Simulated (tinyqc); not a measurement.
Inside a calculation (part 2 of 2). Method: ROHF in the 6-31g basis, for H3, spin multiplicity 2. Computed by tinyqc, a small Python program that keeps every step (integrals from PySCF). Command: `OMP_NUM_THREADS=1 python tinyqc.py 27278 27279 out.jsonl` (the two numbers bound the seeds that draw the settings). One thread of a shared host (Intel(R) Xeon(R) Processor @ 2.60GHz), about 0.07 s of CPU time with the checks.

Geometry (angstrom):
```
atom         x         y         z
H     0.000000  0.000000  0.000000
H     0.000000  0.000000  0.982000
H     0.000000  0.942000  0.277000
```

## Iteration 2: diagonalisation and new density

effective F (hartree):
```
           1H 1s      1H 2s      2H 1s      2H 2s      3H 1s      3H 2s
1H 1s  -0.040556  -0.525700  -0.424900  -0.472550  -0.425067  -0.472640
1H 2s  -0.525700  -0.438866  -0.435880  -0.440737  -0.436011  -0.440804
2H 1s  -0.424900  -0.435880   0.003723  -0.473546  -0.253380  -0.355023
2H 2s  -0.472550  -0.440737  -0.473546  -0.380241  -0.355074  -0.396715
3H 1s  -0.425067  -0.436011  -0.253380  -0.355074   0.003653  -0.473632
3H 2s  -0.472640  -0.440804  -0.355023  -0.396715  -0.473632  -0.380336
```

X:
```
               1          2          3          4          5         6
1H 1s  -0.791046   0.000189   0.651476   0.885857  -0.000222  0.189036
1H 2s   2.081764  -0.000437  -0.548600   0.287934  -0.000071  0.259383
2H 1s   0.400967  -0.714134   0.753327  -0.408990   0.641516  0.174406
2H 2s  -1.070127   1.507298  -0.491760  -0.200571   0.303966  0.247693
3H 1s   0.401339   0.713894   0.753305  -0.409414  -0.641322  0.174416
3H 2s  -1.071071  -1.506799  -0.491813  -0.200746  -0.303821  0.247701
```

Diagonalise F' = X^T F X, C = X C', fill 2 alpha and 1 beta electrons from the bottom; D(s) = C_occ C_occ^T. Each column has its largest component positive (the first on a tie).

F' = X^T F X (hartree):
```
           1          2          3          4          5          6
1   0.777769   0.000004   0.060660  -0.477655   0.000008   0.004261
2   0.000004   0.846954  -0.000053  -0.000006  -0.398150   0.000011
3   0.060660  -0.000053   0.811548  -0.041970   0.000009  -0.157233
4  -0.477655  -0.000006  -0.041970   0.504828   0.000019  -0.055470
5   0.000008  -0.398150   0.000009   0.000019   0.122134   0.000084
6   0.004261   0.000011  -0.157233  -0.055470   0.000084  -0.672981
```

orbital energies (hartree): MO1 -0.692549, MO2 -0.053846, MO3 0.146471, MO4 0.813306, MO5 1.022935, MO6 1.153937

coefficients C:
```
            MO1        MO2        MO3        MO4        MO5        MO6
1H 1s  0.295556  -0.000086   0.207601   0.858007   0.000030  -1.002011
1H 2s  0.236868  -0.000332   1.482531  -0.854868  -0.000157   1.341671
2H 1s  0.234266   0.298110  -0.103707   0.594175  -0.912649   0.712054
2H 2s  0.172515   0.887438  -0.809499  -0.360696   1.255825  -0.820445
3H 1s  0.234362  -0.297921  -0.103846   0.594483   0.912093   0.712552
3H 2s  0.172679  -0.886970  -0.810355  -0.361172  -1.255283  -0.821030
```

D(alpha) after iteration 2:
```
          1H 1s     1H 2s      2H 1s      2H 2s      3H 1s      3H 2s
1H 1s  0.087353  0.070008   0.069213   0.050912   0.069293   0.051112
1H 2s  0.070008  0.056106   0.055391   0.040569   0.055612   0.041196
2H 1s  0.069213  0.055391   0.143750   0.304969  -0.033910  -0.223962
2H 2s  0.050912  0.040569   0.304969   0.817307  -0.223956  -0.757341
3H 1s  0.069293  0.055612  -0.033910  -0.223956   0.143683   0.304717
3H 2s  0.051112  0.041196  -0.223962  -0.757341   0.304717   0.816534
```

D(beta) after iteration 2:
```
          1H 1s     1H 2s     2H 1s     2H 2s     3H 1s     3H 2s
1H 1s  0.087353  0.070008  0.069239  0.050988  0.069267  0.051036
1H 2s  0.070008  0.056106  0.055490  0.040863  0.055513  0.040902
2H 1s  0.069239  0.055490  0.054880  0.040414  0.054903  0.040453
2H 2s  0.050988  0.040863  0.040414  0.029761  0.040431  0.029790
3H 1s  0.069267  0.055513  0.054903  0.040431  0.054926  0.040469
3H 2s  0.051036  0.040902  0.040453  0.029790  0.040469  0.029818
```

## Iteration 3: building the Fock matrix

core Hamiltonian H = T + V (hartree):
```
           1H 1s      1H 2s      2H 1s      2H 2s      3H 1s      3H 2s
1H 1s  -1.333240  -1.180247  -0.632175  -0.830247  -0.632334  -0.830328
1H 2s  -1.180247  -1.330040  -0.805134  -1.094542  -0.805231  -1.094607
2H 1s  -0.632175  -0.805134  -1.245004  -1.126178  -0.408706  -0.678130
2H 2s  -0.830247  -1.094542  -1.126178  -1.280886  -0.678146  -0.985860
3H 1s  -0.632334  -0.805231  -0.408706  -0.678146  -1.245067  -1.126216
3H 2s  -0.830328  -1.094607  -0.678130  -0.985860  -1.126216  -1.280917
```

nuclear repulsion = 1.52756947 hartree

Given earlier and not repeated: Two-electron integrals (ij|kl) in chemists' order.

J_ij = sum D_kl (ij|kl) with D = D(alpha) + D(beta), K_ij = sum D_kl (ik|jl) for each spin; F = H + J - K(s); E = tr D H + tr D J / 2 - 0.5 sum_s tr D(s) K(s) + E_nn.

Coulomb J (hartree):
```
          1H 1s     1H 2s     2H 1s     2H 2s     3H 1s     3H 2s
1H 1s  1.743704  1.062475  0.482409  0.700178  0.482556  0.700254
1H 2s  1.062475  1.328005  0.696105  1.048570  0.696181  1.048634
2H 1s  0.482409  0.696105  1.736477  1.053985  0.282788  0.572951
2H 2s  0.700178  1.048570  1.053985  1.314973  0.572951  0.934732
3H 1s  0.482556  0.696181  0.282788  0.572951  1.736470  1.053981
3H 2s  0.700254  1.048634  0.572951  0.934732  1.053981  1.314968
```

exchange K(alpha) (hartree):
```
          1H 1s     1H 2s     2H 1s     2H 2s     3H 1s     3H 2s
1H 1s  0.457096  0.416497  0.291797  0.353878  0.291930  0.353953
1H 2s  0.416497  0.459141  0.360694  0.424107  0.360739  0.424138
2H 1s  0.291797  0.360694  0.604148  0.487955  0.114154  0.250079
2H 2s  0.353878  0.424107  0.487955  0.488991  0.250056  0.350476
3H 1s  0.291930  0.360739  0.114154  0.250056  0.603973  0.487845
3H 2s  0.353953  0.424138  0.250079  0.350476  0.487845  0.488914
```

exchange K(beta) (hartree):
```
          1H 1s     1H 2s     2H 1s     2H 2s     3H 1s     3H 2s
1H 1s  0.443608  0.392803  0.265590  0.328949  0.265683  0.328996
1H 2s  0.392803  0.401270  0.294517  0.355854  0.294618  0.355907
2H 1s  0.265590  0.294517  0.324849  0.307983  0.200633  0.261904
2H 2s  0.328949  0.355854  0.307983  0.343513  0.261956  0.322113
3H 1s  0.265683  0.294618  0.200633  0.261956  0.325034  0.308118
3H 2s  0.328996  0.355907  0.261904  0.322113  0.308118  0.343609
```

F(alpha) (hartree):
```
           1H 1s      1H 2s      2H 1s      2H 2s      3H 1s      3H 2s
1H 1s  -0.046632  -0.534269  -0.441563  -0.483947  -0.441708  -0.484027
1H 2s  -0.534269  -0.461176  -0.469722  -0.470079  -0.469789  -0.470111
2H 1s  -0.441563  -0.469722  -0.112675  -0.560149  -0.240072  -0.355258
2H 2s  -0.483947  -0.470079  -0.560149  -0.454904  -0.355251  -0.401604
3H 1s  -0.441708  -0.469789  -0.240072  -0.355251  -0.112570  -0.560079
3H 2s  -0.484027  -0.470111  -0.355258  -0.401604  -0.560079  -0.454862
```

F(beta) (hartree):
```
           1H 1s      1H 2s      2H 1s      2H 2s      3H 1s      3H 2s
1H 1s  -0.033144  -0.510575  -0.415356  -0.459019  -0.415461  -0.459070
1H 2s  -0.510575  -0.403305  -0.403545  -0.401826  -0.403668  -0.401881
2H 1s  -0.415356  -0.403545   0.166624  -0.380176  -0.326552  -0.367083
2H 2s  -0.459019  -0.401826  -0.380176  -0.309426  -0.367150  -0.373241
3H 1s  -0.415461  -0.403668  -0.326552  -0.367150   0.166369  -0.380353
3H 2s  -0.459070  -0.401881  -0.367083  -0.373241  -0.380353  -0.309557
```

total energy of this density = -1.51453877 hartree

## Iteration 3: Roothaan effective Fock matrix

overlap S:
```
          1H 1s     1H 2s     2H 1s     2H 2s     3H 1s     3H 2s
1H 1s  1.000000  0.658292  0.265056  0.418666  0.265133  0.418712
1H 2s  0.658292  1.000000  0.418666  0.757529  0.418712  0.757580
2H 1s  0.265056  0.418666  1.000000  0.658292  0.156473  0.343825
2H 2s  0.418666  0.757529  0.658292  1.000000  0.343825  0.671220
3H 1s  0.265133  0.418712  0.156473  0.343825  1.000000  0.658292
3H 2s  0.418712  0.757580  0.343825  0.671220  0.658292  1.000000
```

With projectors Pc = D(beta) S, Po = (D(alpha) - D(beta)) S, Pv = 1 - D(alpha) S, the block xy is Px^T F Py; with Fc = (F(alpha) + F(beta))/2, the blocks are Fc for cc, oo, vv and cv, F(beta) for co and F(alpha) for ov.

effective F (hartree):
```
           1H 1s      1H 2s      2H 1s      2H 2s      3H 1s      3H 2s
1H 1s  -0.039888  -0.522422  -0.428432  -0.471466  -0.428612  -0.471566
1H 2s  -0.522422  -0.432240  -0.436612  -0.435937  -0.436750  -0.436011
2H 1s  -0.428432  -0.436612   0.006109  -0.474220  -0.262443  -0.357084
2H 2s  -0.471466  -0.435937  -0.474220  -0.377042  -0.357132  -0.392516
3H 1s  -0.428612  -0.436750  -0.262443  -0.357132   0.006026  -0.474313
3H 2s  -0.471566  -0.436011  -0.357084  -0.392516  -0.474313  -0.377145
```

## Iteration 3: diagonalisation and new density

As before.

F' = X^T F X (hartree):
```
           1          2          3          4          5          6
1   0.778539   0.000001   0.063391  -0.477831   0.000011   0.005153
2   0.000001   0.848114  -0.000056  -0.000004  -0.407479   0.000018
3   0.063391  -0.000056   0.809592  -0.043313   0.000018  -0.166327
4  -0.477831  -0.000004  -0.043313   0.508633   0.000028  -0.052853
5   0.000011  -0.407479   0.000018   0.000028   0.132442   0.000091
6   0.005153   0.000018  -0.166327  -0.052853   0.000091  -0.671327
```

orbital energies (hartree): MO1 -0.692602, MO2 -0.052019, MO3 0.148718, MO4 0.812285, MO5 1.032575, MO6 1.157035

coefficients C:
```
            MO1        MO2        MO3        MO4        MO5        MO6
1H 1s  0.298524  -0.000095   0.206040   0.862884  -0.000012  -0.997254
1H 2s  0.228479  -0.000375   1.486360  -0.862359  -0.000109   1.334074
2H 1s  0.239144   0.289974  -0.102919   0.588085  -0.915256   0.715606
2H 2s  0.172033   0.898621  -0.809312  -0.357782   1.247857  -0.821989
3H 1s  0.239245  -0.289778  -0.103067   0.588418   0.914724   0.716055
3H 2s  0.172229  -0.898088  -0.810246  -0.358307  -1.247344  -0.822501
```

D(alpha) after iteration 3:
```
          1H 1s     1H 2s      2H 1s      2H 2s      3H 1s      3H 2s
1H 1s  0.089117  0.068206   0.071363   0.051271   0.071448   0.051500
1H 2s  0.068206  0.052203   0.054530   0.038969   0.054771   0.039688
2H 1s  0.071363  0.054530   0.141275   0.301717  -0.026814  -0.219234
2H 2s  0.051271  0.038969   0.301717   0.837115  -0.219242  -0.777411
3H 1s  0.071448  0.054771  -0.026814  -0.219242   0.141209   0.301451
3H 2s  0.051500  0.039688  -0.219234  -0.777411   0.301451   0.836224
```

D(beta) after iteration 3:
```
          1H 1s     1H 2s     2H 1s     2H 2s     3H 1s     3H 2s
1H 1s  0.089117  0.068206  0.071390  0.051356  0.071421  0.051415
1H 2s  0.068206  0.052202  0.054639  0.039306  0.054662  0.039351
2H 1s  0.071390  0.054639  0.057190  0.041141  0.057214  0.041188
2H 2s  0.051356  0.039306  0.041141  0.029595  0.041158  0.029629
3H 1s  0.071421  0.054662  0.057214  0.041158  0.057238  0.041205
3H 2s  0.051415  0.039351  0.041188  0.029629  0.041205  0.029663
```

## Iteration 7 (converged): orbitals

converged F (hartree):
```
           1H 1s      1H 2s      2H 1s      2H 2s      3H 1s      3H 2s
1H 1s  -0.040582  -0.521820  -0.429578  -0.471481  -0.429796  -0.471606
1H 2s  -0.521820  -0.430708  -0.437012  -0.435007  -0.437179  -0.435102
2H 1s  -0.429578  -0.437012   0.006309  -0.474911  -0.265621  -0.358033
2H 2s  -0.471481  -0.435007  -0.474911  -0.376958  -0.358090  -0.391792
3H 1s  -0.429796  -0.437179  -0.265621  -0.358090   0.006213  -0.475023
3H 2s  -0.471606  -0.435102  -0.358033  -0.391792  -0.475023  -0.377087
```

As before.

F' = X^T F X (hartree):
```
           1          2          3          4          5          6
1   0.778268  -0.000004   0.064307  -0.477579   0.000013   0.005864
2  -0.000004   0.847493  -0.000059   0.000000  -0.410786   0.000028
3   0.064307  -0.000059   0.808201  -0.043630   0.000022  -0.169071
4  -0.477579   0.000000  -0.043630   0.508736   0.000055  -0.051994
5   0.000013  -0.410786   0.000022   0.000055   0.135293   0.000111
6   0.005864   0.000028  -0.169071  -0.051994   0.000111  -0.671557
```

orbital energies (hartree): MO1 -0.693360, MO2 -0.052255, MO3 0.148816, MO4 0.811192, MO5 1.035040, MO6 1.157001

coefficients C:
```
            MO1        MO2        MO3        MO4        MO5        MO6
1H 1s  0.299557  -0.000118   0.206018  -0.864401  -0.000040  -0.995634
1H 2s  0.225076  -0.000497   1.487156   0.864672  -0.000093   1.332267
2H 1s  0.240544   0.287064  -0.102819  -0.586168  -0.916181   0.716714
2H 2s  0.172306   0.902696  -0.808809   0.356854   1.244973  -0.822739
3H 1s  0.240667  -0.286816  -0.103005  -0.586527   0.915649   0.717147
3H 2s  0.172572  -0.902005  -0.809948   0.357422  -1.244453  -0.823199
```

D(alpha) after iteration 7:
```
          1H 1s     1H 2s      2H 1s      2H 2s      3H 1s      3H 2s
1H 1s  0.089734  0.067423   0.072023   0.051509   0.072127   0.051802
1H 2s  0.067423  0.050659   0.053998   0.038333   0.054311   0.039290
2H 1s  0.072023  0.053998   0.140267   0.300579  -0.024444  -0.217422
2H 2s  0.051509  0.038333   0.300579   0.844549  -0.217439  -0.784501
3H 1s  0.072127  0.054311  -0.024444  -0.217439   0.140184   0.300242
3H 2s  0.051802  0.039290  -0.217422  -0.784501   0.300242   0.843394
```

D(beta) after iteration 7:
```
          1H 1s     1H 2s     2H 1s     2H 2s     3H 1s     3H 2s
1H 1s  0.089734  0.067423  0.072057  0.051615  0.072093  0.051695
1H 2s  0.067423  0.050659  0.054141  0.038782  0.054168  0.038842
2H 1s  0.072057  0.054141  0.057861  0.041447  0.057891  0.041511
2H 2s  0.051615  0.038782  0.041447  0.029689  0.041468  0.029735
3H 1s  0.072093  0.054168  0.057891  0.041468  0.057921  0.041532
3H 2s  0.051695  0.038842  0.041511  0.029735  0.041532  0.029781
```

## Convergence

Stop when the energy changes by less than 1e-08 hartree and every element of the error matrix X^T (F D S - S D F) X is below 3e-05.

Course of the cycle:
```
iteration  E (hartree)     change  largest element of the error matrix
1          -1.33373606          -                             3.26e-01
2          -1.50979383  -1.76e-01                             8.93e-02
3          -1.51453877  -4.74e-03                             1.86e-02
4          -1.51481380  -2.75e-04                             4.26e-03
5          -1.51483245  -1.87e-05                             1.64e-04
6          -1.51483247  -2.25e-08                             6.88e-06
7          -1.51483247  -2.70e-10                             3.75e-06
```

PySCF ROHF in the same basis = -1.51483247 hartree

Converged in 7 iterations.

## Populations, bond orders and dipole

Mulliken: Z minus the diagonal of D S on the atom; Loewdin: the same with S^(1/2) D S^(1/2); Mayer order: 2 sum_s sum (D(s) S)_ij (D(s) S)_ji over the two atoms.

Charges (e):
```
atom   Mulliken    Loewdin  Mulliken spin
1H     0.170436   0.200229       2.14e-08
2H    -0.085361  -0.100283       0.500519
3H    -0.085075  -0.099946       0.499481
```

Mayer bond orders:
```
pair     order
2-1   0.484873
3-1   0.486078
3-2   0.128386
```

dipole moment about the origin, x y z (debye): 0.000000  -0.390806  -0.523831
